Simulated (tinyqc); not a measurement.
## Scale length and barrier from the threshold roll-off

Inverse problem. For L well above Lambda the threshold falls by 2 m sqrt(A (A + Vds)) exp(-pi L/(2 Lambda)), A being the height of the source potential over the barrier top; the two values follow this form. Find Lambda and A.

Inputs (values chosen for the exercise):
- m = 1 (long-channel body factor)
- Vds = 0.7 V (drain voltage)

threshold lowering at L = 14 and 22 nm (mV): 79.665397  12.781695

Solution. The ratio of the two values gives Lambda; the prefactor gives A (A + Vds), a quadratic with one positive root.

Lambda = 6.87 nm
A = 0.690 V

Computed by the program tinyqc: `OMP_NUM_THREADS=1 python tinyqc.py 2420056 2420057 out.jsonl`, one thread of a shared Intel Xeon 2.30GHz, about 0.01 s for the whole run.
